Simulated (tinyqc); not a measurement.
## Lifetime from the low-frequency admittance

Problem. At low frequency a p+-n diode with a base of width wb has C_diff/G = (tau/2)(1 - 2 x/sinh 2x), x = wb/sqrt(Dp tau). Find tau, x and the limit of C_diff/G for infinite lifetime, wb^2/(3 Dp).

Parameters, values chosen for the exercise: hole diffusion coefficient Dp = 9.9 cm^2/s; width of the neutral base wb = 2.6 um.

G = 1.2110300 S/cm^2
C_diff = 0.0026710451 uF/cm^2

Solution. The ratio rises steadily with tau from tau/2 (long base) towards wb^2/(3 Dp) (short base), so one lifetime matches as long as the ratio is below that limit.

tau = 1.000e-7 s
x = 0.2613
limit of C_diff/G = 2.276e-9 s

tinyqc, about 0.01 s, one thread, Intel Xeon 2.30GHz (shared host): `OMP_NUM_THREADS=1 python tinyqc.py 2890224 2890225 out.jsonl`
